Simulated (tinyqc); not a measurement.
Hubbard chain of 2 sites, step by step. One step of it, computed by the program tinyqc.

Question. Mean-field iteration 2. H(up) = T + U n(down), H(down) = T + U n(up); fill the lowest levels; n(new) = n + mixing (n(out) - n); E = tr T (rho up + rho down) + U sum n_up n_down of the output.

one-body matrix (hopping and site energies) (eV):
```
,1,2
1,0.000000,-1.530000
2,-1.530000,0.000000
```

U = 7.400000 eV

electrons, up and down: 1  1

mixing = 0.500000

n(up) after iteration 1: 1 0.583764, 2 0.416236

n(down) after iteration 1: 1 0.416236, 2 0.583764

Give: levels, up; levels, down; energy; n(up) after iteration 2; n(down) after iteration 2.

Answer.

levels, up (eV): 2.049  5.351

levels, down (eV): 2.049  5.351

energy = 0.342 eV

n(up) after iteration 2: 1 0.636, 2 0.364

n(down) after iteration 2: 1 0.364, 2 0.636
